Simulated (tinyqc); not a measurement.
# FinFET, parasitic resistance, capacitance and delay: several studies

Nf fins under one contact; each has gated perimeter p = 2 Hf + Wf and cross-section A = Hf Wf; contact width Wc = Nf pf, stack height Hs = Hf. Contact length Lc = CPP - Lg - 2 Lsp, shared by two neighbouring gates. Source and drain sides are equal. The formulas are first-order estimates, not field solutions.

Inputs (values chosen for the exercise); values close to those of silicon logic devices: temperature T = 300 K; number of fins Nf = 3; fin height Hf = 42 nm; fin width Wf = 5 nm; fin pitch pf = 27 nm; contacted gate pitch CPP = 54 nm; gate length Lg = 12 nm; spacer length Lsp = 7 nm; relative permittivity of the spacer ks = 4.5; gate height above the channel stack Hc = 15 nm; contact resistivity rc = 3.8e-9 ohm cm^2; resistivity of the source-drain epitaxy re = 0.00025 ohm cm; current-carrying depth of the epitaxy te = 25 nm; resistivity of the extension rx = 0.0006 ohm cm; gate overlap Lov = 0.5 nm; inversion capacitance Cinv = 2.8 uF/cm^2; injection velocity vx = 1.5e7 cm/s; apparent mobility mu = 180 cm^2/(V s); threshold at zero drain voltage VT = 0.2 V; barrier lowering dl = 0.042 V/V; subthreshold factor n = 1.18; wire load Cw = 0.19 fF; supply voltage Vdd = 0.75 V.

Constants: q = 1.602176634e-19 C, kB = 1.380649e-23 J/K, eps0 = 8.8541878128e-12 F/m, Vt = kB T/q. Results are converted to the units shown.

Each table varies one quantity; the others keep the values above.

## Effect of the fin height

Epitaxy sheet resistance Rsh = re/te, transfer length LT = sqrt(rc/Rsh), contact Rc = [sqrt(rc Rsh)/Wc] coth(Lc/(2 LT)); extension of one fin Rx = rx Lsp/A. With N fins: gate Cg = Cinv p N Lg; per side, plate Cp = ks eps0 [Wc (Hs + Hc) - N A]/Lsp, top fringe Cf = (2/pi) ks eps0 Wc ln(1 + Lg/(2 Lsp)), overlap Co = Cinv p N Lov. One fin: I = p Q vx u/(1 + |u|^1.8)^(1/1.8), Q = Cinv n Vt ln(1 + exp((Vg' - VT + dl Vd')/(n Vt))), u = Vd' mu/(vx Lg), Vg' = Vgs - v, Vd' = Vds - 2 v, with the drop on each side v = Rc (sum of I) + Rx I. Ieff = [I(Vgs = Vdd, Vds = Vdd/2) + I(Vdd/2, Vdd)]/2, total currents. With Cs = Cp + Cf + Co, the load of an inverter of two such devices driving an equal one is CL = 2 (Cg + 2 Cs) + 4 Cs + Cw (own drains counted twice for the Miller effect); delay CL Vdd/(2 Ieff).

The same in every row: Rc (ohm) = 340.8.

Results:

| Hf (nm) | Rx/N (ohm) | Ieff (uA) | CL (aF) | delay (ps) |
|---|---|---|---|---|
| 20 | 140.0 | 151.8 | 421.4 | 1.041 |
| 30 | 93.33 | 198.5 | 498.5 | 0.9419 |
| 40 | 70.00 | 235.1 | 575.6 | 0.9181 |
| 50 | 56.00 | 264.2 | 652.7 | 0.9266 |
| 60 | 46.67 | 287.7 | 729.8 | 0.9513 |
| 80 | 35.00 | 323.7 | 884.0 | 1.024 |
| 90 | 31.11 | 337.9 | 961.1 | 1.067 |

Estimate the missing row, Hf = 70 nm.

Computed row:

| Hf (nm) | Rx/N (ohm) | Ieff (uA) | CL (aF) | delay (ps) |
|---|---|---|---|---|
| 70 | 40.00 | 307.2 | 806.9 | 0.9850 |

With this row back in the table: As Hf goes from 20 to 90 nm, Ieff rises from 152 to 338 uA, CL rises from 421 to 961 aF and the delay goes from 1.04 through a minimum of 0.918 (at Hf = 40 nm among the rows listed) to 1.07 ps. From the first row to the last Ieff grows by a factor of 2.23 and CL by 2.28; the first step changes the delay by -9.5 %, the last by 4.2 %.

## Effect of the wire load

Same model as above.

The same in every row: Rc (ohm) = 340.8; Rx/N (ohm) = 66.67; Ieff (uA) = 241.5.

Effect of the wire load:

| Cw (fF) | CL (aF) | delay (ps) |
|---|---|---|
| 0.02 | 421.1 | 0.6539 |
| 0.043 | 444.1 | 0.6897 |
| 0.093 | 494.1 | 0.7673 |
| 0.2 | 601.1 | 0.9335 |
| 0.43 | 831.1 | 1.291 |
| 0.93 | 1331 | 2.067 |
| 2 | 2401 | 3.729 |

As Cw goes from 0.02 to 2 fF, Ieff stays at 241 uA, CL rises from 421 to 2400 aF and the delay rises from 0.654 to 3.73 ps.

## Effect of the relative permittivity of the spacer

Same model as above.

The same in every row: Rc (ohm) = 340.8; Rx/N (ohm) = 66.67; Ieff (uA) = 241.5.

Effect of the relative permittivity of the spacer:

| ks | CL (aF) | delay (ps) |
|---|---|---|
| 1 | 441.9 | 0.6864 |
| 2 | 484.5 | 0.7525 |
| 3 | 527.1 | 0.8187 |
| 4 | 569.8 | 0.8849 |
| 5.5 | 633.7 | 0.9841 |
| 7 | 697.6 | 1.083 |

Read the table: what changes, and by how much?

As ks goes from 1 to 7, Ieff stays at 241 uA, CL rises from 442 to 698 aF and the delay rises from 0.686 to 1.08 ps.

Computed by the program tinyqc: `OMP_NUM_THREADS=1 python tinyqc.py 2170108 2170109 out.jsonl`, one thread of a shared Intel Xeon 2.30GHz, about 0.04 s for the whole run.
